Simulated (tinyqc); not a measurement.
Inside a calculation. Method: plane-wave Kohn-Sham cycle with exchange-only LDA in a layered model solid. One step of it, computed by the program tinyqc.

Task: Iteration 2: potential. V_H(G) = 4 pi rho(G)/G^2 for G != 0 (uniform background); v_x = -(3 rho/pi)^(1/3); V = V_ext + V_H + v_x; Fourier components f(G_m) = (1/N) sum_j f(x_j) exp(-i G_m x_j).

A solid whose potential varies along x alone (atomic units):

| parameter | value |
|---|---|
| period a | 11.500000 |
| cross-section of the cell | 34.000000 |
| electrons per cell | 2 |
| grid points | 16 |
| plane waves -n..n, n | 3 |
| k points | 1 |
| V1 in V1 cos(2 pi x/a) | -0.220000 |

density after iteration 1 (e/bohr^3): 0.01343508  0.01203358  0.00874767  0.00538119  0.00306681  0.00186613  0.00135996  0.00117946  0.00113677  0.00117946  0.00135996  0.00186613  0.00306681  0.00538119  0.00874767  0.01203358

Give: Potentials on the grid; V(G_m), m = 0, 1, 2, ....

Result:

Potentials on the grid (hartree):

| x | V_ext | V_H | v_x | V |
|---|---|---|---|---|
| 0.000 | -0.220 | 0.264 | -0.234 | -0.190 |
| 0.719 | -0.203 | 0.238 | -0.226 | -0.191 |
| 1.438 | -0.156 | 0.168 | -0.203 | -0.191 |
| 2.156 | -0.084 | 0.074 | -0.173 | -0.183 |
| 2.875 | 0 | -0.022 | -0.143 | -0.165 |
| 3.594 | 0.084 | -0.105 | -0.121 | -0.142 |
| 4.312 | 0.156 | -0.168 | -0.109 | -0.121 |
| 5.031 | 0.203 | -0.206 | -0.104 | -0.107 |
| 5.750 | 0.220 | -0.219 | -0.103 | -0.102 |
| 6.469 | 0.203 | -0.206 | -0.104 | -0.107 |
| 7.188 | 0.156 | -0.168 | -0.109 | -0.121 |
| 7.906 | 0.084 | -0.105 | -0.121 | -0.142 |
| 8.625 | 0 | -0.022 | -0.143 | -0.165 |
| 9.344 | -0.084 | 0.074 | -0.173 | -0.183 |
| 10.062 | -0.156 | 0.168 | -0.203 | -0.191 |
| 10.781 | -0.203 | 0.238 | -0.226 | -0.191 |

V(G_m), m = 0, 1, 2, ... (hartree): -0.156  -0.023  0.005  0.001  0.000  0.000  0.000
